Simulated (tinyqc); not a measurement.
# Capacitance shares from swing and barrier lowering

Inverse problem. Below threshold the charge is negligible, so the band edge moves as -(aG Vg + aD Vd), aG = CG/CS, aD = CD/CS (CG, CD the capacitances of the barrier top to gate and drain, CS the total), and I goes as exp((aG Vg + aD Vd)/Vt) once Vd is well above Vt. Find aG, aD, CS and CD.

Parameters, values chosen for the exercise:
- T = 300 K (temperature)

Constants: q = 1.602176634e-19 C, kB = 1.380649e-23 J/K, Vt = kB T/q. Results are converted to the units shown.

swing = 77.307051 mV/decade
DIBL = 71.428571 mV/V
CG = 6.0872541 uF/cm^2

Solution. The swing is Vt ln 10/aG and the DIBL, -dVg/dVd at fixed current, is aD/aG.

aG = 0.7700
aD = 0.05500
CS = 7.906 uF/cm^2
CD = 0.4348 uF/cm^2

Computed by the program tinyqc: `OMP_NUM_THREADS=1 python tinyqc.py 2400079 2400080 out.jsonl`, one thread of a shared Intel Xeon 2.30GHz, about 0.01 s for the whole run.
